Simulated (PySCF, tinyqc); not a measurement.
A ladder of methods, and size consistency: correlation methods against full CI in the sto-6g basis, for H6, spin multiplicity 1. Computed by the program tinyqc with PySCF. 

Geometry (angstrom):
```
atom,x,y,z
H,0.0000,0.0000,0.0000
H,0.0000,0.0000,1.0590
H,0.0000,0.0000,2.1900
H,0.0000,0.0000,3.2490
H,0.0000,0.0000,4.3810
H,0.0000,0.0000,5.4390
```

RHF energy of one = -3.134228 hartree

All electrons correlated; +Q is the Davidson correction (1 - c0^2) E_corr. The last columns treat two copies 100 angstrom apart as one system. FCI is the lowest singlet.

Correlation energies (hartree):
```
method,E_corr of one,share of FCI (%),E_corr of two at 100 angstrom,two minus twice one (mhartree)
MP2,-0.06809,60.489,-0.13619,0.000
CISD,-0.10604,94.201,-0.19484,17.245
CISD+Q,-0.11634,103.349,-0.22396,8.728
CCSD,-0.11213,99.610,-0.22427,0.000
CCSD(T),-0.11258,100.010,-0.22517,0.000
FCI,-0.11257,100.000,-,-
```

MP2 recovers 60 %, CISD 94.2 % and CCSD 99.6 % of the FCI value (c0^2 = 0.903 in CISD). MP2 and coupled cluster are size consistent, so their last column vanishes; CISD loses 17.25 mhartree, since a double excitation on each copy is a quadruple of the pair, and the Davidson correction leaves +8.73. The restricted reference is unstable here: a spin-polarised solution lies 0.0030 hartree lower (PySCF), so results built on it describe a poor reference.
